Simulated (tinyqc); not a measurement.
Ion implantation: universal nuclear stopping, Lindhard-Scharff electronic stopping and a Gaussian range profile: one step, computed by the program tinyqc.

An ion slows by elastic collisions with screened nuclei and by friction with electrons; channelling is ignored and the target is uniform.

Task: Damage. Kinchin-Pease count with efficiency 0.8: N_d = 0.8 nu/(2 E_d), taking all of nu as damage energy (an upper estimate, as recoils also lose energy to electrons). Spread over a depth R_p + dR_p, displacements per atom = Q N_d/(N (R_p + dR_p)).

Inputs (values chosen for the exercise, modelled on silicon ions in aluminium): target density N = 60.2 1/nm^3; dose Q = 3.8e+14 1/cm^2; displacement energy E_d = 25 eV.

energy lost to nuclei nu = 12.00989 keV

projected range R_p = 24.11911 nm

straggle dR_p = 8.038319 nm

Give: displacements per ion N_d; displacements per atom.

Result:

displacements per ion N_d = 192.2

displacements per atom = 0.3772

One displacement per atom would need a dose of 1.0e15 per cm^2 if no defects annealed. Caution: above a few tenths of a displacement per atom cascades overlap, so the count overstates new damage; heavy ions turn silicon and germanium amorphous at such levels, while light ions such as boron and metal targets anneal much of the damage.
